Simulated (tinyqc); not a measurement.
Comparisons within one model: deformation potentials from a strained empirical pseudopotential. A value that a table varies takes the place of the one given here.

Diamond lattice, no spin-orbit coupling. Atomic form factor V(q) = a1 (q^2 - a2)/(a3 exp(a4 q^2) - 1) in rydberg with q in 1/bohr, for the unstrained cell. Under a strain e the reciprocal vectors and k go over into (1 + e)^(-1) G, the atoms sit at +/- tau with tau = (1 + e) a (1,1,1)/8 - zeta a (eyz, ezx, exy)/4, and H(G,G') = c |k + G|^2 delta + (V(q)/det(1 + e)) cos(q.tau), q = G - G', with the term q = 0 left out; c = hbar^2/2m0. The basis is fixed before straining: all G with |k + G|^2 up to 16 (2 pi/a)^2. k is given in units of 2 pi/a of the unstrained cell.

Constants: hbar^2/2m0 = 3.80998211 eV angstrom^2; Ry = 13.60569312 eV; a0 (Bohr radius) = 0.5291772105 angstrom.

Inputs chosen for the exercise (near those of Si; shifted at random, so the results belong to these values and not to a real crystal): a = 5.423 angstrom (lattice constant); A = (0.541, 2.212, 2.04, 0.491) (a1 (Ry bohr^2), a2 (1/bohr^2), a3, a4 (bohr^2)); h = 0.002 (size of the test strain); kD = 0.82 2 pi/a (position of the Delta minimum); a1 = 0.541; a2 = 2.212; a3 = 2.04; a4 = 0.491.

## The internal displacement

Xu of L (level 5, the lowest empty one) and d from exy = eyz = ezx = h for several zeta: Xu = [E(L [111]) - E(L [1-1-1])]/((8/3) h), d = (single valence level - pair)/(3 sqrt(3) h). zeta = 0 strains the bonds with the lattice; zeta = 1 keeps all four bond lengths equal to first order.

Results:

| zeta | Xu (L) (eV) | d (eV) |
|---|---|---|
| 0.00 | 10.73 | 0.93 |
| 0.25 | 11.20 | -1.42 |
| 0.50 | 11.68 | -3.77 |
| 0.60 | 11.87 | -4.71 |
| 0.75 | 12.17 | -6.11 |
| 1.00 | 12.66 | -8.46 |

From zeta = 0 to 1, d goes from 0.93 to -8.46 eV and Xu (L) from 10.73 to 12.66 eV, both nearly linearly: the displacement is an optical-phonon mode, and d = d(0) - zeta d0/4 gives its deformation potential d0 = 38 eV. Leaving the relaxation out (zeta = 0 for 0.5) moves d by +4.70 eV, which reverses its sign, and Xu (L) by -0.95 eV. Tetragonal strain has no such freedom.

## Size of the test strain

e = diag(-h/2, -h/2, h). Xu = [E(Delta z) - E(Delta x)]/(1.5 h) at fixed kD, b = [E(Z) - E(X, Y)]/(4.5 h); one-sided from +h alone, central from +h and -h.

Results (eV):

| h | Xu one-sided | Xu central | b one-sided | b central |
|---|---|---|---|---|
| 0.0010 | 7.949 | 7.954 | -3.338 | -3.334 |
| 0.0025 | 7.942 | 7.954 | -3.344 | -3.334 |
| 0.0050 | 7.929 | 7.954 | -3.354 | -3.334 |
| 0.0100 | 7.906 | 7.955 | -3.374 | -3.334 |
| 0.0200 | 7.860 | 7.959 | -3.415 | -3.335 |
| 0.0300 | 7.817 | 7.966 | -3.456 | -3.336 |

From h = 0.001 to 0.03 the one-sided Xu drifts by -0.131 eV and the central one by +0.012 eV; for b the drifts are -0.118 and -0.002 eV. The central difference cancels the term of second order in the strain, so its error goes as h^2. At h = 0.02 the linear law errs by 1.2 % for the valley splitting and 2.4 % for the valence splitting.

## What each parameter of the potential does

Gaps from the valence top to level 8 at Gamma and level 5 at (kD,0,0) and L, and their deformation potentials [E(+h) - E(-h)]/(3 ln((1 + h)/(1 - h))) for e = +/- h 1, h = 0.002. The row for the lattice constant keeps V(q) without the volume factor, so it is not a strain. Each row changes one parameter from the base and keeps the others.

Results:

| case | Gamma (eV) | Delta (eV) | L (eV) | potential Gamma (eV) | potential Delta (eV) | potential L (eV) |
|---|---|---|---|---|---|---|
| base | 4.020 | 1.229 | 2.038 | -8.87 | 2.69 | -1.89 |
| a = 5.369 angstrom | 4.146 | 0.926 | 1.933 | -8.56 | 3.00 | -1.71 |
| a1 = 0.536 | 3.979 | 1.161 | 1.989 | -8.79 | 2.70 | -1.88 |
| a2 = 2.19 | 4.138 | 1.153 | 2.042 | -8.79 | 2.74 | -1.86 |
| a3 = 2.02 | 4.066 | 1.323 | 2.104 | -8.96 | 2.69 | -1.90 |
| a4 = 0.496 | 3.926 | 1.142 | 1.961 | -8.70 | 2.77 | -1.81 |

The largest shifts from the base row, up to three for each result and ties (the steps differ in size, so this ranks the rows, not the parameters). Gamma (eV): a +0.125, a2 +0.117, a4 -0.095. Delta (eV): a -0.303, a3 +0.094, a4 -0.087. L (eV): a -0.106, a4 -0.077, a3 +0.065. potential Gamma (eV): a +0.31, a4 +0.17, a3 -0.09. potential Delta (eV): a +0.31, a4 +0.08, a2 +0.05; unchanged at the printed digits by a3. potential L (eV): a +0.18, a4 +0.08, a2 +0.04.

Computed by tinyqc, a small Python program: `OMP_NUM_THREADS=1 python tinyqc.py 1880438 1880439 out.jsonl` (the numbers bound the seed that draws the inputs); one thread of a shared host (Intel(R) Xeon(R) Processor @ 2.30GHz), about 0.2 s for the whole set of steps.
